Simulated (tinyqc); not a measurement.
Thermodynamics of metal silicides: hull, first phase, silicon consumed, nucleation and stability against SiO2. Changing the silicon available t_Si. Computed by tinyqc, a small Python program. Command: `OMP_NUM_THREADS=1 python tinyqc.py 3006139 3006140 out.jsonl silphase sweep`. One thread of a shared host (Intel(R) Xeon(R) Processor @ 2.30GHz), about 0.01 s of CPU time with the checks.

Entropies of formation of the solids are neglected, so heats stand for free energies. Si fractions: M2Si 0.3333, MSi 0.5000, MSi2 0.6667.

Inputs (values chosen for the exercise, of the order of those of cobalt silicides for heats and volumes only):
```
quantity                   value          unit
heat of formation of M2Si  -37.4  kJ/mol atoms
heat of formation of MSi   -48.9  kJ/mol atoms
heat of formation of MSi2  -34.9  kJ/mol atoms
molar volume of M           6.67      cm^3/mol
molar volume of Si         12.06      cm^3/mol
metal thickness t             40            nm
```

Phases: M2Si, MSi, MSi2.

Method. A phase is stable if it lies below every straight line between a phase on its left and one on its right (M and Si at zero). Distance = its heat less the lowest such line, negative for a stable phase. Overall Si fraction x0 = (t_Si/V_Si)/(t_Si/V_Si + t/V_M). In equilibrium the two stable phases that bracket x0 share the atoms by the lever rule.

One run for each value:
```
silicon available t_Si (nm)  overall Si fraction x0  share of atoms in the Si-richer phase
12                                          0.14231                                0.42693
33                                          0.31332                                0.93996
54                                          0.42747                                0.56484
75                                          0.50908                                0.05450
96                                          0.57033                                0.42198
117                                         0.61799                                0.70793
138                                         0.65613                                0.93679
159                                         0.68735                                0.06204
180                                         0.71337                                0.14011
```

Over the rows, overall Si fraction x0 rises from 0.142 to 0.713 (exponent d ln y / d ln x 0.78 between the first rows and 0.30 between the last); share of atoms in the Si-richer phase lies between 0.0545 and 0.940 without a single trend. The share restarts from zero each time x0 passes the composition of a stable phase.

Extremes, crossings and ranges named in words are read from the listed rows.
